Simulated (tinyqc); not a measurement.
Gas flow in a process chamber: flow regimes, conductance, effective pumping speed, pump-down, outgassing and purge: one step, computed by the program tinyqc. Command: `OMP_NUM_THREADS=1 python tinyqc.py 3121203 3121204 out.jsonl pump walk`. One thread of a shared host (Intel(R) Xeon(R) Processor @ 2.30GHz), about 0.07 s of CPU time with the checks.

Ideal gas, isothermal flow, a pump of constant speed at the end of a round pipe; process gas, volume gas and outgassing are given the same properties. 1 sccm = 101325 Pa x 1e-6 m^3/60 s x T/273.15 K.

Question. Molecular flow. Mean speed c = sqrt(8 k_B T/(pi m)); aperture conductance C_a = c pi d^2/16; molecular pipe C_m = C_a/(1 + 3 l/(4 d)) (Dushman form); viscous pipe C_v = pi d^4 p_mean/(128 eta l); Knudsen interpolation C = C_v + C_m (1 + x)/(1 + 1.24 x), x = d p_mean sqrt(m/(k_B T))/eta. Effective speed 1/S_eff = 1/S + 1/C_m; time constant V/S_eff; pressure at which the free path k_B T/(sqrt2 pi d_m^2 p) equals d.

Inputs (values chosen for the exercise, modelled on hydrogen near room temperature):
```
quantity,value,unit
molar mass M,2.016,g/mol
molecular diameter,0.27,nm
temperature T,300,K
chamber volume V,34,L
pipe diameter d,16,cm
pipe length l,110,cm
pump speed S,620,L/s
```

Constants: k_B = 1.380649e-23 J/K; u = 1.6605390666e-27 kg.

Give: mean speed c; C_a; C_m; S_eff in molecular flow; time constant; pressure where the free path equals d.

Answer.

mean speed c = 1775 m/s

C_a = 8922 L/s

C_m = 1449 L/s

S_eff in molecular flow = 434.2 L/s

time constant = 0.07830 s

pressure where the free path equals d = 0.07993 Pa

The pipe passes on 70 % of the pump speed.
